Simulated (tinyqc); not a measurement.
Coverage along the feature as the dose grows: atomic layer deposition: Langmuir saturation, growth per cycle and coating of deep features. Computed by tinyqc, a small Python program. Command: `OMP_NUM_THREADS=1 python tinyqc.py 3022501 3022502 out.jsonl ald walk`. One thread of a shared host (Intel(R) Xeon(R) Processor @ 2.30GHz), about 0.04 s of CPU time with the checks.

Precursor A sticks only on free sites, so a long enough pulse saturates; co-reactant B then frees the sites again.

Inputs (values chosen for the exercise, modelled on zinc oxide from diethylzinc and water):
```
quantity,value,unit
precursor mass M,124,u
site density q,6.5,1/nm^2
sticking probability beta on free sites,0.07,-
precursor pressure p,19,Pa
temperature T,225,C
pulse time t,0.0079,s
desorption energy E_d,1.71,eV
aspect ratio a,23,-
```

Feature: round hole.

Constants: u = 1.6605390666e-27 kg; k_B = 1.380649e-23 J/K; k_B = 8.617333262e-05 eV/K.

Method:
- Wall flux F = p/sqrt(2 pi M k_B T); rate of filling k_a = beta F/q; desorption k_d = 1e13 exp(-E_d/(k_B T)) per second. 1/m^2 = 1e-18/nm^2.
- Temperatures in kelvin are T(C) + 273.15.
- Diffusion-limited filling (Gordon) of a round hole of diameter w: a saturation front at depth z needs dz/dt = D_K n/(z (4q/w)), with Knudsen D_K = w c/3 and F = n c/4; including the entrance and floor terms, t = (q/F)(1 + 19a/4 + 3a^2/2). Reaction-limited filling needs ln(100)/k_a at any depth, k_a = beta F/q. Flow is molecular. The front picture holds when the modulus a sqrt(beta) is well above 1.
- Depth reached by the given pulse: solve the same formula for a. Exposure = p x diffusion-limited time; 1 langmuir = 1.33322e-4 Pa s.
- Continuum model with steady gas transport: d2n/dz2 = 3 beta (1 - th) n/d_h^2 (d_h the hydraulic diameter, n = 1 at the mouth, no flux at the floor, 60 cells), d th/dt = beta F n (1 - th)/q; no desorption. Times are multiples of the larger of the Gordon time and ln(100)/k_a.

diffusion-limited time = 0.0291645 s

time to 99 % without desorption, ln(100)/k_a = 0.00212302 s

flux F = 201422 1/(nm^2 s)

modulus = 6.08523

Coverage:
```
multiple,t (s),top cell,quarter depth,half depth,three quarters,floor cell
0.05,0.001458,0.949,0.302,0.027,0.002,0.000
0.10,0.002916,0.998,0.647,0.084,0.006,0.001
0.20,0.005833,1.000,0.966,0.329,0.030,0.004
0.40,0.011666,1.000,1.000,0.911,0.223,0.037
0.60,0.017499,1.000,1.000,0.999,0.674,0.180
0.80,0.023332,1.000,1.000,1.000,0.965,0.603
1.00,0.029165,1.000,1.000,1.000,1.000,1.000
1.30,0.037914,1.000,1.000,1.000,1.000,1.000
```

What does the comparison show, and why?

At a multiple of 0.2 the coverage is 1.00 at the top and 0.00 at the floor. The walls fill from the top down behind a front whose depth grows as sqrt(t), since the modulus is well above 1. In the last row the floor reaches 1.000.
